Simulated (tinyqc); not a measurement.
# From drift velocity back to electric field F

Model: hot carriers by balance equations with a heated Maxwellian. Computed by tinyqc, a small Python program. Command: `OMP_NUM_THREADS=1 python tinyqc.py 3021276 3021277 out.jsonl hot inv`. One thread of a shared host (Intel(R) Xeon(R) Processor @ 2.30GHz), about 0.1 s of CPU time with the checks.

The carriers follow a Maxwellian at an electron temperature T_e, slightly displaced; the drift energy is neglected against k_B T_e. The balance averages the rate, not the time, so mu_0 lies below the relaxation-time value.

Inputs (values chosen for the exercise, modelled on holes in germanium):
```
quantity                                          value       unit
effective mass m                                  0.298        m_0
density rho                                        5323     kg/m^3
sound velocity v_l                                 5180        m/s
acoustic deformation potential D_A                  5.5         eV
phonon energy hbar w                               36.8        meV
optical or intervalley deformation potential D_o    8.2  1e8 eV/cm
final valleys Z_f                                     1          -
lattice temperature T                               300          K
mixing                                              0.4          -
iteration cap                                       300          -
```

Band: parabolic. Solver: damped fixed point.

Constants: k_B = 8.617333262e-05 eV/K; k_B = 1.380649e-23 J/K; e = 1.602176634e-19 C; hbar = 1.054571817e-34 J s; m_0 = 9.1093837015e-31 kg; hbar = 6.582119569e-16 eV s.

Method:
- Parabolic band: E = hbar^2 k^2/(2 m), speed v = hbar k/m, states per spin, volume and energy g(E) = m k/(2 pi^2 hbar^2). Masses are multiplied by m_0 and all formulas are in SI units.
- Phonon occupation N_q = 1/(exp(hbar w/(k_B T)) - 1).
- Acoustic deformation potential (elastic, equipartition, absorption and emission together): 1/tau = 2 pi k_B T D_A^2 g(E)/(hbar rho v_l^2).
- Optical or intervalley deformation potential: 1/tau = (pi Z_f D_o^2/(rho w)) [N_q g(E + hbar w) + (N_q + 1) g(E - hbar w)], with g = 0 below the band edge.
- Averages over the Maxwellian, <y> = int y x^(1/2) exp(-x) dx / int x^(1/2) exp(-x) dx with x = E/(k_B T_e), split at x_0 = hbar w/(k_B T_e): 64 Gauss-Legendre points in sqrt(x) below it and 128 in sqrt(x - x_0) above it, up to x = 32. Momentum balance: mu(T_e) = e/(m nu), nu = <x (sum of rates)>/<x>. Power lost per carrier: P(T_e) = hbar w <emission rate - absorption rate> + <(2 m v_l^2/(k_B T)) (E - 2 k_B T) acoustic rate>.
- Energy relaxation time at weak heating: tau_E = (3/2) k_B / (dP/dT_e), the derivative by a central difference of +/- 0.5 K at T_e = T.
- Fixed point: T_out = T + (T_e - T) e mu(T_e) F^2/P(T_e), T_new = T_e + mixing (T_out - T_e).
- Start at T_e = 1.5 T; stop when T_e moves by less than 1e-6 K or exceeds 1e6 K.
- v = mu(T_e) F; warm-carrier coefficient (mu/mu_0 - 1)/F^2.

Problem. A run gave the result below. Find the electric field F, known to lie between 0.26 and 0.55 kV/cm.

drift velocity = 0.0684173 1e7 cm/s

Solution.

Each step takes the trial c = (a f_b - b f_a)/(f_b - f_a), f being the result less the target and a, b, c the logarithms of the listed values; c replaces end b, the old b replaces a if the sign of f changed, and otherwise f_a is halved.

Scan of the range:
```
electric field F (kV/cm)  drift velocity (1e7 cm/s)
0.260                                      0.053008
0.295                                      0.060081
0.334                                      0.067935
0.378                                      0.076757
0.428                                      0.086726
0.485                                      0.098010
0.550                                      0.110761
```

False position (Illinois rule, in the logarithm of the input) inside the bracket:
```
step     end a     end b     trial  drift velocity (1e7 cm/s)
1     0.334000  0.378000  0.336267                  0.0683907
2     0.378000  0.336267  0.336393                  0.0684158
3     0.378000  0.336393  0.336407                  0.0684186
4     0.336393  0.336407  0.336400                  0.0684173
```

Drift velocity rises at every point of a 13-point scan of the range (every second point is shown), so one value fits; it is bracketed by 0.334 and 0.378. Answer: electric field F = 0.3364 kV/cm.
